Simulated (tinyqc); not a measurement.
Doping level: carrier statistics of a doped semiconductor with parabolic bands.

Eg(T) = Eg0 - al T^2/(T + be); m_de = Mv^(2/3) (ml mt^2)^(1/3); m_dh = (mhh^(3/2) + mlh^(3/2))^(2/3); Nc and Nv from N = 2 (m kB T/(4 pi c))^(3/2) with c = hbar^2/2m0, in 1/angstrom^3; times 1e24 for 1/cm^3.

Energies are counted from Ev, so Ec = Eg. n = Nc F_1/2((EF - Eg)/kT), p = Nv F_1/2(-EF/kT), ND+ = ND/(1 + 2 exp((EF - Eg + ED)/kT)), NA- = NA/(1 + 4 exp((EA - EF)/kT)); neutrality asks p + ND+ = n + NA-. F_j(eta) = (1/Gamma(j + 1)) integral_0^infinity x^j dx/(1 + exp(x - eta)), which tends to exp(eta) for eta << 0.

Constants: hbar^2/2m0 = 3.80998211 eV angstrom^2; kB = 8.617333262e-05 eV/K.

Values chosen for the exercise (near those of SiC; not measured data): Eg0 = 3.248 eV (gap at 0 K); al = 0.00065 eV/K (Varshni alpha); be = 1291 K (Varshni beta); ml = 0.339 m0 (longitudinal electron mass); mt = 0.426 m0 (transverse electron mass); Mv = 3 (equivalent valleys); mhh = 0.981 m0 (heavy-hole mass); mlh = 0.456 m0 (light-hole mass); ED = 0.059 eV (donor level below Ec); EA = 0.201 eV (acceptor level above Ev); T = 500 K.

Only acceptors are present (ND = 0); eta is the distance of EF beyond the valence edge in units of kT.

Neutral state:

| NA (1/cm^3) | EF (eV) | majority (1/cm^3) | ionised share | eta |
|---|---|---|---|---|
| 1.0e+14 | 0.5794 | 9.99e+13 | 0.999 | -13.45 |
| 1.0e+15 | 0.4804 | 9.94e+14 | 0.994 | -11.15 |
| 1.0e+16 | 0.3833 | 9.45e+15 | 0.945 | -8.90 |
| 1.0e+17 | 0.2971 | 6.99e+16 | 0.699 | -6.90 |
| 1.0e+18 | 0.2302 | 3.30e+17 | 0.330 | -5.34 |
| 3.0e+18 | 0.2029 | 6.21e+17 | 0.207 | -4.71 |
| 1.0e+19 | 0.1746 | 1.19e+18 | 0.119 | -4.05 |
| 3.0e+19 | 0.1497 | 2.12e+18 | 0.071 | -3.47 |

What can be read from this table?

The impurity level lies at 0.2010 eV. The ionised share falls from 0.999 to 0.071 as EF passes through it between 3e+18 and 1e+19 1/cm^3 (share 1/5 there); it is below one half from 1e+18 1/cm^3 on. Over the last two rows the doping grows threefold and the majority density by a factor 1.78. EF stays more than 3 kT from the majority band edge. Above roughly 2e+20 1/cm^3 (N^(1/3) a = 0.26, with the radius a = sqrt(c/(m E)) from the ionisation energy E and the mass mhh) the levels merge with the band and real ionisation is complete; sharp levels then overstate freeze-out.

tinyqc: `OMP_NUM_THREADS=1 python tinyqc.py 1652443 1652444 out.jsonl`; about 0.01 s, one thread, shared Intel(R) Xeon(R) Processor @ 2.30GHz.
